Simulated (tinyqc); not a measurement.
ESD clamp with bipolar snapback, compact model and design window: one step of the calculation.

The drain junction multiplies the current that enters it: Igen = (M - 1)(Ic + I0), M = 1/(1 - (Vj/BV)^n). The generated holes leave through the substrate resistance and the base of the parasitic npn: Igen = Vb/Rb + Ic/be, Ic = Is exp(Vb/Vt). Terminal current I = Ic + I0 + Igen and voltage V = Vj + I Ro, per width. Isothermal, constant gain.

Problem. The snapback curve. For given Vb: Ic, Igen, M = 1 + Igen/(Ic + I0), Vj = BV (1 - 1/M)^(1/n), I and V.

Values chosen for this exercise; values close to those of grounded-gate n-channel clamps: temperature T = 300 K; junction breakdown voltage BV = 10 V; exponent of the multiplication n = 3.6; current gain of the parasitic npn be = 12; saturation current Is = 7.8e-17 A/um; junction leakage I0 = 5.4e-11 A/um; substrate resistance Rb = 25000 ohm um; drain ballast and contact resistance Ro = 110 ohm um.

Constants: q = 1.602176634e-19 C, kB = 1.380649e-23 J/K, Vt = kB T/q. Results are converted to the units shown.

Vb, point 0 to 8 (V): 0.05  0.3  0.355  0.415  0.465  0.625  0.776  0.796  0.826

Find: Ic; M; Vj; I; V.

Solution.

```
point	Ic (uA/um)	M	Vj (V)	I (uA/um)	V (V)
0	5.3958e-10	37038	9.9999	2.0001	10.000
1	8.5482e-6	1.9185e5	10.000	12.000	10.001
2	7.1752e-5	1.1292e5	10.000	14.200	10.002
3	7.3078e-4	21153	9.9999	16.601	10.002
4	0.0050553	3641.5	9.9992	18.606	10.001
5	2.4640	11.229	9.7442	27.669	9.7473
6	847.85	1.1199	5.3764	949.55	5.4809
7	1837.8	1.1007	5.1457	2022.8	5.3682
8	5865.2	1.0890	4.9870	6387.0	5.6895
```

V peaks at Vt1 = 10.00 V and falls to Vh = 5.368 V: once the npn supplies current, a small M feeds the base. At high current M tends to 1 + 1/be and Vj to BV (1 + be)^(-1/n) = 4.904 V.

Numbers from tinyqc (`OMP_NUM_THREADS=1 python tinyqc.py 2670011 2670012 out.jsonl`; about 0.01 s on one thread of a shared Intel Xeon 2.30GHz).
